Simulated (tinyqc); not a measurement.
# Deep-level transient spectroscopy, step by step

Computed by the program tinyqc: `OMP_NUM_THREADS=1 python tinyqc.py 2050032 2050033 out.jsonl`, one thread of a shared Intel Xeon 2.30GHz, about 0.01 s for the whole run. Printed values are rounded.

Schottky contact on an n-type layer with shallow donors Nd (all ionised) and a donor-like deep trap, neutral when filled and positive when empty; depletion approximation. Traps within lam of the depletion edge stay filled. A long pulse to Vp fills the traps beyond x1 = Wp - lam; back at Vr those between x1 and x2 = Wr - lam emit. A rate window reads S = C(t2) - C(t1).

Values chosen for this exercise; material values close to those of germanium: relative permittivity eps_r = 15.7; conduction-band density of states at 300 K Nc = 1.05e19 cm^-3; thermal velocity at 300 K vth = 3.5e7 cm/s; shallow donor density Nd = 1e16 cm^-3; built-in voltage Vbi = 0.38 V; depth of the trap below the conduction edge Et = 0.22 eV; capture cross-section sn = 4.5e-15 cm^2; trap density Nt = 2.7e15 cm^-3; reverse bias Vr = 8.9 V; reverse bias during the filling pulse Vp = 0 V; first sampling time t1 = 0.5 ms; second sampling time t2 = 1 ms; temperature of the transient T = 136 K.

Constants: q = 1.602176634e-19 C, kB = 1.380649e-23 J/K, eps0 = 8.8541878128e-14 F/cm where lengths are in cm. Results are converted to the units shown.

Range of the model: With Nt above a tenth of Nd the edge x2 moves during the transient, which this model holds fixed, and the transient is not a plain exponential.

## Emission rate and rate window

Emission rate en = sn vth(T) Nc(T) exp(-Et/kB T) = sn g T^2 exp(-Et/kB T), g = vth Nc/(300 K)^2, as vth goes as T^0.5 and Nc as T^1.5 (degeneracy factor 1). For an exponential transient S peaks where en = ew = ln(t2/t1)/(t2 - t1).

g = 4.08333e21 cm^-2 s^-1 K^-2
en = 2391.79 1/s
1/en = 0.418097 ms
ew = 1386.29 1/s

## Widths

lam = sqrt(2 eps0 eps_r (EF - ET)/(q Nd)), EF - ET = Et - (kB T/q) ln(Nc(T)/Nd), Nc(T) = Nc (T/300 K)^1.5. In the steady state at the band bending V, 2 eps0 eps_r V/q = Nd W^2 + Nt (W - lam)^2 (the second term only if W > lam). V = Vbi + Vr gives Wr and V = Vbi + Vp gives Wp; x1 = max(Wp - lam, 0).

lam = 162.610 nm
Wr = 1158.65 nm
Wp = 252.505 nm
x1 = 89.8944 nm
x2 = 996.039 nm
G = (x2^2 - x1^2)/Wr^2 = 0.732988

The rule Nt = 2 Nd |dC|/C assumes G = 1 and would understate Nt by a factor of about 1/G = 1.36 here (the limit of small Nt/Nd).

## The transient

t, sample 0 to 6 (ms): 0  0.25  0.5  0.75  1  2  5

W(t)^2 = Wr^2 + (Nt/Nd)(x2^2 - x1^2) exp(-en t), C = eps0 eps_r/W; for small Nt, dC/C = -(Nt/2 Nd) G exp(-en t) with G = (x2^2 - x1^2)/Wr^2. S = C(t2) - C(t1).

```
sample  C (nF/cm^2)  C - C(final) (pF/cm^2)
0           10.9619                -1035.78
1           11.3936                 -604.01
2           11.6540                 -343.70
3           11.8049                 -192.71
4           11.8905                 -107.14
5           11.9877                   -9.92
6           11.9976                   -0.01
```

S = 236.561 pF/cm^2

## Step 1: peak temperature

T at the start = 300 K

Fixed-point step for en(T) = ew: T(new) = (Et q/kB)/ln(sn g T^2/ew), g = vth Nc/(300 K)^2.

T after step 1 = 122.155 K

## Course of the iteration for the peak temperature

Start from 300 K; stop when T changes by less than 1e-8 K.

Course of the iteration:
```
step    T (K)  change (K)
1     122.155         178
2     133.646        11.5
3     132.400        1.25
4     132.528       0.129
5     132.515      0.0134
6     132.516     1.39e-3
7     132.516     1.44e-4
8     132.516     1.50e-5
9     132.516     1.55e-6
10    132.516     1.61e-7
11    132.516     1.67e-8
12    132.516     1.74e-9
```

Converged in 12 steps; each multiplies the error by -2 kB T/Et = -0.10.
